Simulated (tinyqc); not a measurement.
What each parameter does: heterojunction of two tight-binding chains.

Left chain: hopping -t1, sites at 2 t1 (band bottom 0). Right chain: hopping -t2, sites at dE + 2 t2 (bottom dE). t = c/(m a^2), c = hbar^2/2m0. The bond across the interface is -tc with tc = f sqrt(t1 t2), and the last left site has the extra energy U. In a chain E = bottom + 2t (1 - cos(ka)); the surface Green function of a half chain is g = -exp(ika)/t, with Im k > 0 where cos(ka) > 1.

Constants: hbar^2/2m0 = 3.80998211 eV angstrom^2.

Values chosen for the exercise (masses and offset of the size met at InGaAs / InAlAs; not measured data):
```
symbol  value  unit      meaning
a       2.8    angstrom  site spacing
m1      0.04   m0        mass on the left
m2      0.08   m0        mass on the right
dE      0.58   eV        band offset
f       1                factor on the interface hopping
U       -0.62  eV        extra energy on the last left site
E       0.66   eV        electron energy
```

T = 4 Im(S1) Im(S2) |G|^2 with G = 1/(E - 2 t1 - U - S1 - S2), S1 = -t1 exp(i k1 a), S2 = -(tc^2/t2) exp(i k2 a). Each row changes one parameter from the base and keeps the others.

Results:
```
case                    T    k1 a    k2 a
base               0.8495  0.2336  0.1148
m1 = 0.048 m0      0.8122  0.2560  0.1148
m2 = 0.096 m0      0.8777  0.2336  0.1258
dE = 0.53 eV       0.9192  0.2336  0.1464
f = 0.9            0.7228  0.2336  0.1148
U = -0.42 eV       0.8639  0.2336  0.1148
a = 2.24 angstrom  0.8618  0.1867  0.0918
```

The largest shifts from the base row, up to three for each result and ties (the steps differ in size, so this ranks the rows, not the parameters). T: f -0.1267, dE +0.0697, m1 -0.0373. k1 a: a -0.0469, m1 +0.0224; unchanged at the printed digits by m2, dE, f and U. k2 a: dE +0.0316, a -0.0230, m2 +0.0110; unchanged at the printed digits by m1, f and U.

Computed by tinyqc, a small Python program: `OMP_NUM_THREADS=1 python tinyqc.py 1451863 1451864 out.jsonl` (the numbers bound the seed that draws the inputs); one thread of a shared host (Intel(R) Xeon(R) Processor @ 2.30GHz), about 0.01 s for the whole set of steps.
